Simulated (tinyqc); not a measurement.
Inside a calculation. Model: capillary instabilities by surface diffusion: grooving and agglomeration of films, edge retraction, wire break-up and smoothing of roughness. Computed by tinyqc, a small Python program that keeps every step. Command: `OMP_NUM_THREADS=1 python tinyqc.py 3012523 3012524 out.jsonl dewet walk`. One thread of a shared host (Intel(R) Xeon(R) Processor @ 2.30GHz), about 0.01 s of CPU time with the checks. Intermediate numbers are printed to about 7 digits and carried at full precision; extremes and crossings named in words are read from the listed rows.

Isotropic surface energy; shapes change by surface diffusion alone.

Inputs (values chosen for the exercise, of the order of those of a nickel silicide film): surface energy gamma_s = 1.42 J/m^2; grain-boundary energy gamma_b = 0.69 J/m^2; contact angle on the substrate theta = 80 degrees; atomic volume Omega = 12.2 angstrom^3; surface sites nu = 7.5 1/nm^2; prefactor D0 = 1.9e-05 m^2/s; activation energy Q = 1.92 eV; temperature T = 827 K; time t = 2900 s; film thickness h = 5.6 nm; grain radius R = 13 nm; wire radius r = 3 nm; initial ripple over radius = 0.05; roughness wavelength lambda = 30 nm.

Grooves: at the surface only.

Constants: k_B = 8.617333262e-05 eV/K; k_B = 1.380649e-23 J/K.

## The Mullins constant

B = D_s nu gamma_s Omega^2/(k_B T), D_s = D0 exp(-Q/(k_B T)).

D_s = 3.785997e-17 m^2/s

B = 5.256066 nm^4/s

length (B t)^(1/4) = 11.11130 nm

Lengths grow as t^(1/4): doubling one takes 16 times as long, or roughly 99 K more.

## Will grooves cut through?

Groove angle beta: sin(beta) = gamma_b/(2 gamma). For circular grains of radius R with spherical caps the groove ends (measured from the mean surface) at the depth R g(beta), g = (2 - 3 cos beta + cos^3 beta)/(3 sin^3 beta). The film parts if R g(beta_s) > h.

beta_s = 14.06117 degrees

sum of g = 0.06197587

critical R/h = 16.13531

final depth over h = 0.1438726

The grooves stop short by this estimate; triple junctions groove deeper and may still open.

## Groove growth in time

Mullins' isolated groove: depth below the flat surface d = 0.780 m (B t)^(1/4), m = tan(beta_s), width between the ridges 4.6 (B t)^(1/4); time to reach h: (h/(0.780 m))^4/B.

groove depth = 2.170710 nm

groove width = 51.11196 nm

time to reach the substrate = 128452.6 s

Caution: the grooves of neighbouring boundaries overlap, so the depth levels off at its final value. Caution: the grains are too small for the surface groove ever to reach the depth h.

## Retraction of a straight edge

A rim shaped as a circular segment with contact angle theta holds the area h x; its radius r obeys r^2 (theta - sin theta cos theta) = h x. To advance, the edge must carry a strip of the rim height H = r (1 - cos theta) over the rim, driven by the curvature 1/r over the distance r theta (the scaling argument of Brandon and Bradshaw): H dx/dt = B/(theta r^2) gives x^(5/2) = (5/2) B t c^(3/2)/(theta (1 - cos theta) h^(3/2)), c = theta - sin theta cos theta.

retraction x = 25.79701 nm

rim height H = 8.972856 nm

present speed = 0.003558208 nm/s

The rim is 1.6 times the film thickness. x goes as t^(2/5) h^(-3/5): thin films retract faster.

## Break-up of a free wire

A wire with r + A cos(k z) has dA/dt = (B/r^4) (kr)^2 [1 - (kr)^2] A: unstable for wavelengths above 2 pi r, fastest at kr = 1/sqrt 2 with the rate B/(4 r^4); break-up time about (4 r^4/B) ln(r/A0); each wavelength makes a sphere of radius (3 r^2 lambda_m/4)^(1/3).

fastest wavelength = 26.65730 nm

break-up time = 184.6661 s

radius of the spheres = 5.645555 nm

t over the break-up time = 15.70402

The wire breaks up within t. Caution: faceting can stabilise wires along low-index directions.

## Smoothing against break-up

Roughness of wavelength lambda on a flat face decays as exp[-B (2 pi/lambda)^4 t]; the smoothing time is that for a factor e^3.

Times (s); the last column is (h/(0.780 tan beta_s))^4/B:
```
T (K)    B (nm^4/s)     smoothing  wire break-up  groove to depth h
703    5.338054e-02  2.920814e+04   1.818298e+04       1.264797e+07
744    2.892594e-01  5.390131e+03   3.355526e+03       2.334082e+06
786    1.356465e+00  1.149419e+03   7.155492e+02       4.977315e+05
827    5.256066e+00  2.966375e+02   1.846661e+02       1.284526e+05
868    1.787818e+01  8.720942e+01   5.429059e+01       3.776420e+04
910    5.575965e+01  2.796190e+01   1.740716e+01       1.210831e+04
992    3.870959e+02  4.027804e+00   2.507434e+00       1.744155e+03
```

All times share 1/B, so their ratios do not depend on T: break-up over smoothing is 0.62. The wire breaks before this roughness is smoothed, at any temperature. Smoothing is safe for lambda well below 2 pi r, above which a ripple along the wire grows instead. B spans 3.9 decades over these rows.

Checks made by the program: g against the volume of a spherical cap (relative difference below 1e-10).
